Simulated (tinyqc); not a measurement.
Area and perimeter leakage from two diodes.

Problem. A square diode and a finger diode leak I = JA area + JP perimeter. Find JA, JP and the side of the square at which both parts are equal.

areas (um^2): 40000  52000
perimeters (um): 800  21320
leakage currents (pA): 0.4  9.0376000

Answer. Two linear equations give JA and JP; for a square of side a, JA a^2 = 4 JP a at a = 4 JP/JA.

JA = 1.600e-10 A/cm^2
JP = 4.200e-12 A/cm
side for equal parts = 1050 um

Program tinyqc, `OMP_NUM_THREADS=1 python tinyqc.py 2290132 2290133 out.jsonl`; Intel Xeon 2.30GHz, shared host, one thread, about 0.01 s.
